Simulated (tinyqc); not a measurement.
## Short-channel transistor, virtual-source model with series resistance: effect of the channel length on the on and off currents

The current per gate width is the charge at the top of the source barrier (the virtual source) times its velocity times a saturation function; al and be are fitting constants of the model. Units: I in uA/um, Rs in ohm um, so I Rs = 1e-6 I Rs in volts; Q in uC/cm^2, so I = 1e-4 Q vx0 Fsat with vx0 in cm/s.

Intrinsic voltages Vg' = Vgs - I Rs, Vd' = Vds - 2 I Rs. n = n0 + nd Vd', VT = VT0 - dl Vd', Ff = 1/(1 + exp((Vg' - VT + al Vt/2)/(al Vt))), Q = Cinv n Vt ln(1 + exp((Vg' - VT + al Vt Ff)/(n Vt))), Vdsat = (vx0 L/mu)(1 - Ff) + Vt Ff, Fsat = u/(1 + u^be)^(1/be) with u = Vd'/Vdsat, and I = Q vx0 Fsat per width. I is solved self-consistently. Ion is I at Vgs = Vds = 0.5 V, Ioff at Vgs = 0, Vds = 0.5 V, and Rlin = Vds/I at Vgs = 0.5 V, Vds = 0.05 V. mu, vx0, VT0, dl and n0 are held fixed.

Inputs (values chosen for the exercise): temperature T = 273 K; inversion capacitance Cinv = 1.37 uF/cm^2; velocity at the virtual source vx0 = 1.69e7 cm/s; apparent mobility mu = 180 cm^2/(V s); threshold at zero drain voltage VT0 = 0.31 V; drain-induced barrier lowering dl = 0.036 V/V; subthreshold factor n0 = 1.56; growth of n with drain voltage nd = 0.2 1/V; threshold shift (in units of Vt) from weak to strong inversion al = 3.5; sharpness of saturation be = 1.6; series resistance of each contact Rs = 30 ohm um.

Constants: q = 1.602176634e-19 C, kB = 1.380649e-23 J/K, Vt = kB T/q. Results are converted to the units shown.

Effect of the channel length on the on and off currents:

| L (nm) | Ion (uA/um) | Ioff (nA/um) | log10(Ion/Ioff) | Rlin (ohm um) |
|---|---|---|---|---|
| 10 | 440.61 | 379.78 | 3.0645 | 295.34 |
| 15 | 426.13 | 379.49 | 3.0503 | 389.16 |
| 24 | 396.78 | 378.95 | 3.0200 | 560.04 |
| 36 | 357.08 | 378.18 | 2.9751 | 790.05 |
| 55 | 301.61 | 376.83 | 2.9033 | 1156.6 |
| 85 | 236.54 | 374.42 | 2.8005 | 1737.8 |
| 130 | 175.29 | 370.27 | 2.6752 | 2611.7 |
| 200 | 123.24 | 362.83 | 2.5311 | 3973.1 |

As L goes from 10 to 200 nm, Ion falls from 441 to 123 uA/um, Ioff falls from 380 to 363 nA/um and Rlin rises from 295 to 3970 ohm um. Ion changes by a factor of 0.280 and Ioff by 0.955. At L = 200 nm the channel is long for this model, whose fixed vx0 belongs to short devices.

tinyqc, about 0.01 s, one thread, Intel Xeon 2.30GHz (shared host): `OMP_NUM_THREADS=1 python tinyqc.py 2380008 2380009 out.jsonl`
